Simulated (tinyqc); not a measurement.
MESFET, gradual channel with velocity saturation: two steps of the calculation.

A uniformly doped n-type channel, depleted from the top by a Schottky gate; at channel potential V the depleted share of a is u = sqrt((Vbi - Vg + V)/Vp), s at the source. Electrons drift with v = mu E/(1 + mu E/vsat). Abrupt depletion edge, no series resistance, source at 0.

Parameters, values chosen for the exercise; material values those of a made-up semiconductor: temperature T = 300 K; relative permittivity of the semiconductor eps_r = 13.5; conduction-band density of states at T Nc = 2.78e19 cm^-3; donor density of the channel Nd = 2.9e16 cm^-3; channel thickness a = 500 nm; low-field mobility at this doping mu = 750 cm^2/(V s); saturation velocity vsat = 1.3e7 cm/s; gate length L = 10 um; gate width W = 200 um; Schottky barrier phiB = 0.71 V; gate voltage Vg = 0 V.

Constants: q = 1.602176634e-19 C, kB = 1.380649e-23 J/K, Vt = kB T/q, eps0 = 8.8541878128e-14 F/cm where lengths are in cm. Results are converted to the units shown.

Problem 1. Built-in and pinch-off voltages. Vbi = phiB - Vt ln(Nc/Nd); Vp = q Nd a^2/(2 eps0 eps_r); G0 = q mu Nd a W/L; Z = mu Vp/(vsat L); s = sqrt((Vbi - Vg)/Vp). VT = Vbi - Vp.

Give: Vbi; Vp; VT; G0; Z; s.

Solution 1.

Vbi = 0.53251 V
Vp = 4.8589 V
VT = -4.3264 V
G0 = 3.4847 mS
Z = 0.28032
s = 0.33105

Z = 0.280: velocity saturation is a small correction.

Problem 2. The saturation point by Newton steps. a is the channel (half-)thickness, Vp its pinch-off voltage and Z = mu Vp/(vsat L); an iterate with u > 1 is an overshoot, not a physical state. f = (1 - u)(1 + Z (u^2 - s^2)) - Z F/3, F = 3 (u^2 - s^2) - 2 (u^3 - s^3); f' = -(1 + Z (u^2 - s^2)); u(new) = u - f/f'.

u after iteration 1 = 0.95828060
Z = 0.28031983
s = 0.33105278

Give: f; f'; u after iteration 2.

Solution 2.

f = -0.01785
f' = -1.227
u after iteration 2 = 0.9437

Program tinyqc, `OMP_NUM_THREADS=1 python tinyqc.py 2500038 2500039 out.jsonl`; Intel Xeon 2.30GHz, shared host, one thread, about 0.04 s.
